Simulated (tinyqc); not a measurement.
What each parameter does: ellipsoidal valleys in the axes of a wafer and a channel.

Valleys with axes a along [111], [1-1-1], [-11-1] and [-1-11], one whole valley each; inverse mass tensor w = 1/mt + (1/ml - 1/mt) a a. Device axes: z = nz/|nz|, x = nx/|nx|, y = z cross x; in them a = (ax, ay, az). Confinement mass mz = 1/w_zz. In the plane w_ij is replaced by u_ij = w_ij - w_iz w_jz/w_zz (i, j = x, y); density-of-states mass md = 1/sqrt(det u); conductivity mass along x mc = 1/u_xx; ballistic transport mass mx = u_yy/det u, width mass my = 1/u_yy.

Hard walls: E_n = c (n pi/t)^2/mz, c = hbar^2/2m0, n = 1, 2, 3. Non-degenerate share of a valley proportional to md sum_n exp(-E_n/kT); mean 1/mc = sum of share/mc. 1 nm = 10 angstrom.

Constants: hbar^2/2m0 = 3.80998211 eV angstrom^2; kB = 8.617333262e-05 eV/K.

Inputs chosen for the exercise (near those of the L valleys of Ge; not measured data): ml = 1.612 m0 (longitudinal mass); mt = 0.084 m0 (transverse mass); nz = (1, 1, 0) (surface normal (confinement)); nx = (0, 0, 1) (channel direction); t = 8.6 nm (thickness of the film); T = 300 K (temperature).

Lowest E1, its share and the mean conductivity mass. Each row changes one parameter from the base and keeps the others.

Results:

| case | lowest E1 (meV) | share | mean mc (m0) |
|---|---|---|---|
| base | 22.28 | 0.7413 | 0.2979 |
| ml = 1.773 m0 | 22.09 | 0.7422 | 0.3085 |
| mt = 0.092 m0 | 20.52 | 0.7185 | 0.3032 |
| t = 9.46 nm | 18.41 | 0.6973 | 0.2747 |
| T = 270 K | 22.28 | 0.7684 | 0.3144 |

The largest shifts from the base row, up to three for each result and ties (the steps differ in size, so this ranks the rows, not the parameters). lowest E1 (meV): t -3.87, mt -1.75, ml -0.19; unchanged at the printed digits by T. share: t -0.0439, T +0.0271, mt -0.0228. mean mc (m0): t -0.0232, T +0.0164, ml +0.0105.

Program tinyqc; command `OMP_NUM_THREADS=1 python tinyqc.py 1880377 1880378 out.jsonl`; about 0.01 s on one thread of a shared Intel(R) Xeon(R) Processor @ 2.30GHz.
